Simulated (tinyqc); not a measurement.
# Composition from the perpendicular lattice constant

Question. The layer is x parts of the first compound and 1 - x of the second, grown coherently on the second as substrate and barrier. Rows of the table: lattice constant a, average valence level Ea on an absolute scale, spin-orbit splitting so, gaps at Gamma, X and L, hydrostatic deformation potentials av and ac (Gamma), shear potential b, elastic constants, electron and heavy-hole (along z) masses. All are interpolated linearly in x; gaps get -C x (1 - x), taken wholly in the conduction band; real line-ups can differ from this model by 0.1 eV or more. In-plane strain e = (a_substrate - a)/a, e_z = -2 (c12/c11) e, volume change 2 e + e_z. X-ray diffraction gives a_z = a (1 + e_z) of the coherent layer. Find x, e and the relaxed Gamma gap.

Inputs (values chosen for the exercise):
- CG = 0.1 eV (bowing of the Gamma gap)
- CX = 0.27 eV (bowing of the X gap)
- CL = 0.27 eV (bowing of the L gap)

Binary compounds, values chosen for the exercise:
```
,close to InAs,close to InP
a (angstrom),6.058,5.869
Ea (eV),-6.67,-7.04
so (eV),0.385,0.109
EG (eV),0.352,1.33
EX (eV),1.37,2.2
EL (eV),1.06,1.92
av (eV),0.999,1.27
ac (eV),-5.06,-5.07
b (eV),-1.79,-1.68
c11 (GPa),82.7,101
c12 (GPa),44.7,56.3
me (m0),0.0229,0.0799
mh (m0),0.332,0.538
```

lattice constant along the growth direction = 5.98445022 angstrom

Solution. a_z changes steadily with x, about (1 + 2 c12/c11) times as fast as the relaxed lattice constant, so one composition matches.

x = 0.2900
e = -0.9252 %
relaxed Gamma gap = 1.026 eV

tinyqc, about 0.01 s, one thread, Intel Xeon 2.30GHz (shared host): `OMP_NUM_THREADS=1 python tinyqc.py 2690168 2690169 out.jsonl`
